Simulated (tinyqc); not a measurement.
Inside a calculation. Model: read current of a NAND string, cells in series solved by shooting.

tinyqc, about 0.3 s, one thread, Intel Xeon 2.30GHz (shared host): `OMP_NUM_THREADS=1 python tinyqc.py 2142246 2142247 out.jsonl` Printed values are rounded.

Cells in series, numbered from 0 at the source line (0 V) to the bit line, each followed by a gap resistance Rg. A cell with gate Vg, threshold VT, source Vs and drain Vd passes I = 2 nf K Vt^2 [F(Vs) - F(Vd)]/(1 + th max(Vg - VT, 0)), F(V) = ln^2(1 + exp((Vg - VT - nf V)/(2 nf Vt))). The selected cell has Vg = Vr, the others Vg = Vp.

Values chosen for this exercise; values of the order met in vertical NAND strings:
```
symbol,value,unit,meaning
T,300,K,temperature
K,4.3,uA/V^2,gain factor of a cell
nf,2.1,,slope factor
th,0.15,1/V,mobility reduction factor
Rg,6.8,kohm,resistance of the gap between cells
Vbl,0.3,V,bit-line voltage
Vp,7.7,V,pass voltage
Vr,2.82,V,read voltage on the selected word line
```

Constants: q = 1.602176634e-19 C, kB = 1.380649e-23 J/K, Vt = kB T/q. Results are converted to the units shown.

## Step 1: node voltages for a trial current

first trial current = 0.13 uA
thresholds from the source end, cell 0 to 4 (V): [-0.7, -0.7, 2.3, -0.7, 4.6]

For a trial current I start at 0 V and, cell by cell (the selected one is cell 2), solve for the drain: sqrt(F(Vd)) = sqrt(F(Vs) - I/k), k = 2 nf K Vt^2/(1 + th max(Vg - VT, 0)), Vd = [Vg - VT - 2 nf Vt ln(exp(sqrt F) - 1)]/nf, then add I Rg.

node voltage after each cell and gap, trial 1, cell 0 to 4 (V): [0.00902628, 0.0180710, 0.103443, 0.112686, 0.129127]

## Step 2: node voltages for a trial current

second trial current = 0.19 uA

As before.

node voltage after each cell and gap, trial 2, cell 0 to 4 (V): [0.0131979, 0.0264353, 0.205120, 0.218964, 0.245018]

## Course of the secant iteration

Secant steps on the end voltage less Vbl, from the two trials; a trial above the saturation current of a cell has no solution and is moved halfway to the previous trial. Stop below 1e-9 V.

Course of the iteration:

| iteration | I (uA) | end voltage - Vbl (V) | halvings |
|---|---|---|---|
| 1 | 0.197116 | -0.0200 | 2 |
| 2 | 0.201177 | 0.0234 | 0 |
| 3 | 0.198985 | -5.04e-3 | 0 |
| 4 | 0.199372 | -1.22e-3 | 0 |
| 5 | 0.199496 | 7.36e-5 | 0 |
| 6 | 0.199489 | -1.05e-6 | 0 |
| 7 | 0.199489 | -8.93e-10 | 0 |

Converged in 7 iterations to I = 0.19949 uA. The selected cell takes 75.9 % of the bit-line voltage and the gaps together 2.26 %.
